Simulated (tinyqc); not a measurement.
Ferroelectric hysteresis, discrete Preisach model: First-order reversal: partial erase after a full write.

25 bistable elements (j, k) switch to +1 when V reaches u_j and to -1 when V falls to -u_k, and keep their state between. P = Ps sum w_jk s_jk. All elements start at -1. No time dependence and no dielectric part.

w_jk is proportional to exp[-(a_j^2 + a_k^2 - 2 cr a_j a_k)/(2 (1 - cr^2))], a_j = (u_j - Vc)/sg, and the weights sum to one. Sequence: +3 V, then -Vr (state P1), then +Vr (state P2), then -Vr again (P3).

Values chosen for this exercise:
- Ps = 34 uC/cm^2 (saturation polarisation)
- Vc = 1.4 V (mean coercive voltage)
- sg = 0.73 V (spread of the switching voltages)
- up = [0.3, 0.9, 1.5, 2.1, 2.7] V (list of the u_j)
- cr = 0.8 (correlation of up and down voltages)

First-order reversal: partial erase after a full write:
```
Vr (V)	P1 (uC/cm^2)	P2 (uC/cm^2)	P3 (uC/cm^2)
0	34.000	34.000	34.000
0.6	27.159	30.811	27.159
1.2	8.625	27.899	8.625
1.8	-14.742	28.599	-14.742
2.4	-29.563	31.777	-29.563
3	-34.000	34.000	-34.000
```

P1 falls from 34.0 to -34.0 uC/cm^2; the largest single drop, 23.4 uC/cm^2, comes between Vr = 1.2 and 1.8 V. P3 equals P1 in every row: a minor loop closes on itself (return-point memory). The height P2 - P1 of the minor loop goes from 3.65 uC/cm^2 at Vr = 0.6 V to 68.0 at full amplitude.

Program tinyqc, `OMP_NUM_THREADS=1 python tinyqc.py 2860070 2860071 out.jsonl`; Intel Xeon 2.30GHz, shared host, one thread, about 0.01 s.
